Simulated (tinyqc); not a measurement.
Inside a calculation. Model: resistance of a tapered via with liner, size effect and interface.

Computed by the program tinyqc: `OMP_NUM_THREADS=1 python tinyqc.py 2750151 2750152 out.jsonl`, one thread of a shared Intel Xeon 2.30GHz, about 0.01 s for the whole run. Printed values are rounded.

A round via whose diameter grows from db at the bottom as D(z) = db + 2 z/tan(ang). The fill, of diameter D - 2 tl, starts above the bottom liner (thickness fb tl) and has rho = rho0 (1 + ks lam/(D - 2 tl)); the sidewall liner conducts in parallel with it. The bottom liner and the interface are crossed over the full area pi db^2/4. Spreading in the lines above and below is left out.

Inputs (values chosen for the exercise); fill metal close to copper:
```
symbol    value      unit                                               meaning
db          8.6        nm                                diameter at the bottom
hv           16        nm                                                height
ang          89   degrees                                        sidewall angle
rho0        1.7   uohm cm                          bulk resistivity of the fill
lam        39.5        nm                            mean free path of the fill
ks          1.1                                              size-effect factor
tl          1.7        nm                                 liner on the sidewall
fb          0.7                   liner at the bottom over that on the sidewall
rl          510   uohm cm                              resistivity of the liner
ri      3.2e-12  ohm cm^2                   interface resistivity at the bottom
Sb       1.1e15     S/m^2  ballistic conductance per area, about 3/(4 rho0 lam)
```

## Slices of the via

Slices between z0 = fb tl and hv, evaluated at their midpoints: conductance per length pi/4 [(D - 2 tl)^2/rho + (D^2 - (D - 2 tl)^2)/rl], slice resistance = slice height over that. 8 slices.

```
slice   z (nm)   D (nm)  rho (uohm cm)  slice resistance (ohm)
0      2.11563  8.67386        15.7059                 12.6461
1      3.96687  8.73848        15.5363                 12.2242
2      5.81813  8.80311        15.3708                 11.8209
3      7.66937  8.86774        15.2092                 11.4353
4      9.52063  8.93237        15.0514                 11.0665
5      11.3719  8.99699        14.8973                 10.7134
6      13.2231  9.06162        14.7466                 10.3754
7      15.0744  9.12625        14.5994                 10.0515
```

## Total resistance

R_fill = sum of the slices; R_bottom = rl fb tl/(pi db^2/4); R_interface = ri/(pi db^2/4); ballistic (Sharvin) limit 1/(Sb pi (db - 2 tl)^2/4); ideal cylinder rho0 hv/(pi db^2/4).

parts (ohm): fill 90.3333, bottom liner 104.479, interface 5.50888
R = 200.322 ohm
shares (%): fill 45.0942, bottom liner 52.1558, interface 2.7500
ballistic limit = 42.8066 ohm
ideal cylinder = 4.68255 ohm

The bottom liner is the largest part, and R is 42.8 times the ideal cylinder. With 2000 slices R = 200.33 ohm.
